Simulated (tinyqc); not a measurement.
Inside a calculation. Model: deep-level transient spectroscopy.

Numbers from tinyqc (`OMP_NUM_THREADS=1 python tinyqc.py 2050051 2050052 out.jsonl`; about 0.01 s on one thread of a shared Intel Xeon 2.30GHz). Printed values are rounded.

Schottky contact on an n-type layer with shallow donors Nd (all ionised) and a donor-like deep trap, neutral when filled and positive when empty; depletion approximation. Traps within lam of the depletion edge stay filled. A long pulse to Vp fills the traps beyond x1 = Wp - lam; back at Vr those between x1 and x2 = Wr - lam emit. A rate window reads S = C(t2) - C(t1).

Values chosen for this exercise; material values close to those of silicon: relative permittivity eps_r = 11.7; conduction-band density of states at 300 K Nc = 2.82e19 cm^-3; thermal velocity at 300 K vth = 2.3e7 cm/s; shallow donor density Nd = 6.5e14 cm^-3; built-in voltage Vbi = 0.69 V; depth of the trap below the conduction edge Et = 0.13 eV; capture cross-section sn = 1.2e-15 cm^2; trap density Nt = 2e12 cm^-3; reverse bias Vr = 6.6 V; reverse bias during the filling pulse Vp = 0.4 V; first sampling time t1 = 0.1 ms; second sampling time t2 = 0.5 ms; temperature of the transient T = 87 K.

Constants: q = 1.602176634e-19 C, kB = 1.380649e-23 J/K, eps0 = 8.8541878128e-14 F/cm where lengths are in cm. Results are converted to the units shown.

Range of the model: Below about 110 K shallow donors begin to freeze out, which the model ignores.

## Emission rate and rate window

Emission rate en = sn vth(T) Nc(T) exp(-Et/kB T) = sn g T^2 exp(-Et/kB T), g = vth Nc/(300 K)^2, as vth goes as T^0.5 and Nc as T^1.5 (degeneracy factor 1). For an exponential transient S peaks where en = ew = ln(t2/t1)/(t2 - t1).

g = 7.20667e21 cm^-2 s^-1 K^-2
en = 1928.64 1/s
1/en = 0.518500 ms
ew = 4023.59 1/s

## Widths

lam = sqrt(2 eps0 eps_r (EF - ET)/(q Nd)), EF - ET = Et - (kB T/q) ln(Nc(T)/Nd), Nc(T) = Nc (T/300 K)^1.5. In the steady state at the band bending V, 2 eps0 eps_r V/q = Nd W^2 + Nt (W - lam)^2 (the second term only if W > lam). V = Vbi + Vr gives Wr and V = Vbi + Vp gives Wp; x1 = max(Wp - lam, 0).

lam = 356.461 nm
Wr = 3803.52 nm
Wp = 1471.30 nm
x1 = 1114.84 nm
x2 = 3447.06 nm
G = (x2^2 - x1^2)/Wr^2 = 0.735435

The rule Nt = 2 Nd |dC|/C assumes G = 1 and would understate Nt by a factor of about 1/G = 1.36 here (the limit of small Nt/Nd).

## The transient

t, sample 0 to 6 (ms): [0, 0.05, 0.1, 0.3, 0.5, 1, 2.5]

W(t)^2 = Wr^2 + (Nt/Nd)(x2^2 - x1^2) exp(-en t), C = eps0 eps_r/W; for small Nt, dC/C = -(Nt/2 Nd) G exp(-en t) with G = (x2^2 - x1^2)/Wr^2. S = C(t2) - C(t1).

```
sample  C (nF/cm^2)  C - C(final) (pF/cm^2)
0           2.72056                -3.07640
1           2.72084                -2.79403
2           2.72109                -2.53754
3           2.72191                -1.72618
4           2.72246                -1.17409
5           2.72318                -0.44779
6           2.72361                -0.02482
```

S = 1.36345 pF/cm^2

## Step 1: peak temperature

T at the start = 300 K

Fixed-point step for en(T) = ew: T(new) = (Et q/kB)/ln(sn g T^2/ew), g = vth Nc/(300 K)^2.

T after step 1 = 79.0645 K

## Course of the iteration for the peak temperature

Start from 300 K; stop when T changes by less than 1e-8 K.

Course of the iteration:
```
step    T (K)  change (K)
1     79.0645         221
2     91.9117        12.8
3     90.2559        1.66
4     90.4526       0.197
5     90.4290      0.0236
6     90.4318     2.83e-3
7     90.4315     3.39e-4
8     90.4315     4.07e-5
9     90.4315     4.88e-6
10    90.4315     5.85e-7
11    90.4315     7.01e-8
12    90.4315     8.41e-9
```

Converged in 12 steps; each multiplies the error by -2 kB T/Et = -0.12.
